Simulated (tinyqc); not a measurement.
Voltage acceleration of oxide breakdown, four models on the same data: one step of the calculation.

Field E = V/tox in MV/cm. Models: ln(t63/1 s) = a - c X with X = E (E model), -1/E (1/E model), ln V (power law, c the exponent n) or sqrt(E).

Problem. Projection to use conditions. Project to Vu, multiply by exp[(Ea q/kB)(1/Tu - 1/Ts)] and by ks; ten years are 3.15576e8 s. The largest voltage for ten years solves the same relation for V.

Parameters, values chosen for the exercise: oxide thickness tox = 2.2 nm; use voltage Vu = 1.2 V; stress temperature Ts = 398 K; use temperature Tu = 378 K; activation energy Ea = 0.98 eV; factor for area and percentile ks = 3.3e-6.

Constants: q = 1.602176634e-19 C, kB = 1.380649e-23 J/K. Results are converted to the units shown.

```
model	c	a
E	3.6409924	43.218704
1/E	406.99108	-34.229193
power	38.664850	37.132986
sqrt E	23.756000	81.853311
```

Find: temperature factor; lifetime; largest voltage for ten years.

Solution.

temperature factor = 4.535

```
model	lifetime (years)	largest voltage for ten years (V)
E	0.006616	0.7576
1/E	1.642e5	1.379
power	5.510	1.182
sqrt E	0.1346	1.021
```

The lifetimes span 7.39 decades, from the E model (most cautious) to the 1/E model; the allowed voltage spans 0.758 to 1.38 V. 1 of the four models pass ten years at Vu. Lifetimes beyond a thousand years are formal extrapolations.

Range of the model: All four laws are empirical fits; none is established far below the stress range.

Numbers from tinyqc (`OMP_NUM_THREADS=1 python tinyqc.py 2070165 2070166 out.jsonl`; about 0.01 s on one thread of a shared Intel Xeon 2.30GHz).
